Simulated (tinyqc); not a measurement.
From results back to parameters: density of states of one tight-binding band on the simple cubic lattice. Four cases, with inputs chosen for the exercise.

Problem. For E(k) = -2 t (c1 + c2 + c3) - 4 t2 (c1 c2 + c2 c3 + c3 c1), ci = cos(2 pi ki), two differences between symmetry points are known: Gamma = (0, 0, 0), X = (1/2, 0, 0), M = (1/2, 1/2, 0), R = (1/2, 1/2, 1/2).

Find: t; t2; E(R) - E(M).

Method. E(Gamma) = -6t - 12 t2, E(X) = -2t + 4 t2, E(M) = 2t + 4 t2, E(R) = 6t - 12 t2.

Case 1.

E(X) - E(Gamma) = 3.7600 eV
E(M) - E(X) = 5.2000 eV

Solution.

t = 1.300 eV
t2 = -0.090 eV
E(R) - E(M) = 6.640 eV

Case 2.

E(X) - E(Gamma) = 13.0400 eV
E(M) - E(X) = 9.5200 eV

Solution.

t = 2.380 eV
t2 = 0.220 eV
E(R) - E(M) = 6.000 eV

Case 3.

E(X) - E(Gamma) = 2.0800 eV
E(M) - E(X) = 1.9200 eV

Solution.

t = 0.480 eV
t2 = 0.010 eV
E(R) - E(M) = 1.760 eV

Case 4.

E(X) - E(Gamma) = 6.6800 eV
E(M) - E(X) = 7.3200 eV

Solution.

t = 1.830 eV
t2 = -0.040 eV
E(R) - E(M) = 7.960 eV

Computed by tinyqc, one run a case: `OMP_NUM_THREADS=1 python tinyqc.py N N+1 out.jsonl` with N = 1681741, 1681746, 1681762, 1681829; one thread of a shared Intel(R) Xeon(R) Processor @ 2.30GHz, about 0.3 s a run at most.
